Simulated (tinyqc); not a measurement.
Bias dependence of the times: oxide trap near a transistor channel: two-state multiphonon kinetics, telegraph noise and bias instability. Computed by tinyqc, a small Python program. Command: `OMP_NUM_THREADS=1 python tinyqc.py 3013982 3013983 out.jsonl oxidetrap walk`. One thread of a shared host (Intel(R) Xeon(R) Processor @ 2.30GHz), about 0.01 s of CPU time with the checks.

An n-channel device under positive gate bias. The trap is empty (state 1) or holds an electron (state 2); both states are parabolas of equal curvature, and the electron reservoir is taken at the Fermi level of the channel.

Inputs (values chosen for the exercise, with an insulator like SiO2 on silicon):
```
quantity                                value   unit
trap depth x from the interface           1.5     nm
tunnel barrier phi_b                      3.2     eV
tunnelling mass m_ox                      0.4    m_0
trap level above E_F at zero field E_t    0.3     eV
relaxation energy E_R                     2.2     eV
oxide field F                             2.1  MV/cm
attempt rate k_0 at the interface       8e+12    1/s
temperature T                             450      K
```

Parts treated: one trap and an ensemble.

Constants: hbar^2/(2 m_0) = 3.80998212 eV angstrom^2; k_B = 8.617333262e-05 eV/K.

Method. kappa = sqrt(2 m_ox phi_b)/hbar = sqrt(m_ox phi_b/(hbar^2/2m_0)); attenuation length lambda = 1/(2 kappa); factor exp(-x/lambda) for a rectangular barrier. E_21 = E_t - e F x is the energy of state 2 over state 1; barriers E_c = (E_R + E_21)^2/(4 E_R), E_e = E_c - E_21; tau_c = exp(E_c/k_B T)/(k_0 P), tau_e = exp(E_e/k_B T)/(k_0 P), P the tunnelling factor; occupation f_2 = tau_e/(tau_c + tau_e); 1/tau_0 = 1/tau_c + 1/tau_e.

tunnelling factor = 2.80688e-08

Against field:
```
F (MV/cm)  E_21 (eV)   tau_c (s)   tau_e (s)         f_2
0.00          0.3000  4.0076e+02  1.7500e-01  4.3647e-04
0.63          0.2055  1.0302e+02  5.1453e-01  4.9698e-03
1.26          0.1110  2.7904e+01  1.5941e+00  5.4041e-02
1.68          0.0480  1.2026e+01  3.4879e+00  2.2482e-01
2.10         -0.0150  5.3052e+00  7.8108e+00  5.9552e-01
2.52         -0.0780  2.3954e+00  1.7904e+01  8.8199e-01
3.15         -0.1725  7.5915e-01  6.4900e+01  9.8844e-01
```

What does the comparison show, and why?

ln(tau_c/tau_e) falls by e x/k_B T = 3.868 per MV/cm, which measures the depth x if the change of surface potential with bias is left aside. Over these rows tau_c shortens by 2.72 decades and tau_e lengthens by 2.57; the two share the shift almost equally, as the first and last E_21 average to little against E_R. The times cross at F = E_t/(e x) = 2.00 MV/cm.

Extremes, crossings and ranges named in words are read from the listed rows.
